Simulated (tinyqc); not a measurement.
Born-Mayer model of an ionic crystal AB: one step, computed by the program tinyqc.

Energies are per ion pair and r is the nearest distance of unlike ions.

Question. Terms of the lattice energy. Madelung constant M, unlike neighbours z1, like neighbours z2 at f r, volume per pair: rock salt 1.747565, 6, 12, sqrt2, 2 r^3; caesium chloride 1.762675, 8, 6, 2/sqrt3, 8 r^3/(3 sqrt3); zinc blende 1.638055, 4, 12, sqrt(8/3), 16 r^3/(3 sqrt3). U(r) = -M z^2 e^2/(4 pi eps_0 r) + z1 lambda exp(-r/rho) + z2 [lambda2 exp(-f r/rho) - C/(f r)^6] (one mean like-ion term for both sublattices).

Inputs (values chosen for the exercise, for a model salt):
```
quantity,value,unit
ionic charge z,1,-
unlike repulsion lambda,8160,eV
range rho,0.296,angstrom
like repulsion lambda2,103,eV
dispersion C between like ions,27,eV angstrom^6
```

Structure: zinc blende. Short range: with like-ion terms.

equilibrium distance r0 = 3.182670 angstrom

Constants: e^2/(4 pi eps_0) = 14.39964548 eV angstrom.

Give: terms; lattice energy U.

Answer.

terms (eV): Coulomb -7.4112, unlike repulsion 0.6984, like repulsion 0.0000, dispersion -0.0164

lattice energy U = -6.7292 eV per pair

The short-range terms together cancel 9.2 % of the Coulomb energy.
